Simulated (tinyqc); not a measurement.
Two-band k.p model of the Delta valleys near the X point under shear strain: one step. Position, depth and masses of the minimum. Three cases, with inputs chosen for the exercise.

Question. For |eta| < 1: k_min = k0 sqrt(1 - eta^2), E_min = -Delta eta^2/2, ml(eta) = ml/(1 - eta^2), 1/m[110] = 1/mt + eta/Mp, 1/m[1-10] = 1/mt - eta/Mp. For |eta| > 1 the minimum sits at X: E_min = -Delta (2 |eta| - 1)/2, ml(eta) = ml/(1 - 1/|eta|), and eta is replaced by its sign in the transverse masses.

Case 1.

Values chosen (out of a larger set: near those of Si; not measured data):
- ml = 0.926 m0 (longitudinal mass)
- mt = 0.199 m0 (transverse mass)
- Mp = 0.23 m0 (coupling mass)

k0 = 0.1723163 1/angstrom
Delta = 0.2443401 eV
eta = 0.519767

Case 2.

Values chosen (out of a larger set: near those of Si; not measured data):
- ml = 0.919 m0 (longitudinal mass)
- mt = 0.192 m0 (transverse mass)
- Mp = 0.232 m0 (coupling mass)

k0 = 0.1817020 1/angstrom
Delta = 0.2737517 eV
eta = 1.501361

Case 3.

Values chosen (out of a larger set: near those of Si; not measured data):
- ml = 0.92 m0 (longitudinal mass)
- mt = 0.19 m0 (transverse mass)
- Mp = 0.229 m0 (coupling mass)

k0 = 0.1718734 1/angstrom
Delta = 0.2446711 eV
eta = -0.226835

Give: k_min; E_min; ml(eta); masses along [110] and [1-10].

Answer.

Case 1.

k_min = 0.1472 1/angstrom
E_min = -33.01 meV
ml(eta) = 1.269 m0

masses along [110] and [1-10] (m0): 0.1373  0.3616

The minimum has moved 14.6 % of the way to X; electrons are lighter along [110] (-31.0 % against mt) and heavier across (+81.7 %).

Case 2.

k_min = 0.0000 1/angstrom
E_min = -274.12 meV
ml(eta) = 2.752 m0

masses along [110] and [1-10] (m0): 0.1051  1.1136

The two valleys have merged at X; electrons are lighter along [110] (-45.3 % against mt) and heavier across (+480.0 %).

Case 3.

k_min = 0.1674 1/angstrom
E_min = -6.29 meV
ml(eta) = 0.970 m0

masses along [110] and [1-10] (m0): 0.2340  0.1599

The minimum has moved 2.6 % of the way to X; electrons are lighter along [1-10] (-15.8 % against mt) and heavier across (+23.2 %).

Computed by tinyqc, one run a case: `OMP_NUM_THREADS=1 python tinyqc.py N N+1 out.jsonl` with N = 1051131, 1051163, 1051261; one thread of a shared Intel(R) Xeon(R) Processor @ 2.30GHz, about 0.01 s a run at most.
